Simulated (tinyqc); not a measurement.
Capture against temperature: configuration-coordinate model of carrier capture at a defect.

Two parabolas of equal curvature k in one coordinate Q: with the carrier free at the band edge, U_f = k Q^2/2; with the carrier trapped, U_t = k (Q - dQ)^2/2 - ET. ER = k dQ^2/2, Huang-Rhys factor S = ER/hw, hw = 0.0646541 sqrt(k/M) eV for k in eV/angstrom^2 and M in u. The curves cross at a height Eb = (ER - ET)^2/(4 ER) above the free minimum.

Multiphonon factor for giving p = ET/hw phonons to the lattice: W = exp(-S (2 nb + 1)) ((nb + 1)/nb)^(p/2) I_p(x), nb = 1/(exp(hw/kT) - 1), x = 2 S sqrt(nb (nb + 1)), I_p the modified Bessel function. Classical limit: W = hw exp(-Eb/kT)/sqrt(4 pi ER kT). At T = 0: exp(-S) S^p/Gamma(p + 1).

Constants: kB = 8.617333262e-05 eV/K.

Parameters, chosen for this exercise (out of a larger set: of the size met at an oxide trap near a Si / SiO2 interface; not measured data):
- ET = 0.41 eV (thermal depth of the level below the band edge)
- ER = 0.8 eV (relaxation energy)
- hw = 0.052 eV (phonon energy of the mode)

The local activation energy is -d ln W/d(1/kT), by central differences with T changed by 1 %.

Against T:
```
T (K)  kT/hw  log10 W  log10 W, classical  activation energy (eV)
40     0.066   -1.820              -6.543                  0.0000
60     0.099   -1.820              -4.634                  0.0000
80     0.133   -1.819              -3.699                  0.0001
120    0.199   -1.810              -2.789                  0.0012
160    0.265   -1.785              -2.352                  0.0040
300    0.497   -1.657              -1.790                  0.0146
400    0.663   -1.590              -1.653                  0.0171
550    0.911   -1.531              -1.559                  0.0160
```

Give the missing row, T (K) = 220, kT/hw = 0.365.

Computed row:
```
T (K)  kT/hw  log10 W  log10 W, classical  activation energy (eV)
220    0.365   -1.730              -2.013                  0.0093
```

log10 W at T = 0 = -1.820
Eb = 0.0475 eV

At 40 K log10 W is -1.82, against -1.82 at T = 0 and -6.5 classically; at 550 K the two forms differ by +0.03. The activation energy read from an Arrhenius plot goes from 0.000 eV at 40 K to 0.016 at 550 K, with its largest value 0.017 at 400 K, against Eb = 0.048 eV; the classical form itself gives Eb - kT/2. A measured slope therefore understates the barrier.

tinyqc: `OMP_NUM_THREADS=1 python tinyqc.py 1481699 1481700 out.jsonl`; about 0.01 s, one thread, shared Intel(R) Xeon(R) Processor @ 2.30GHz.
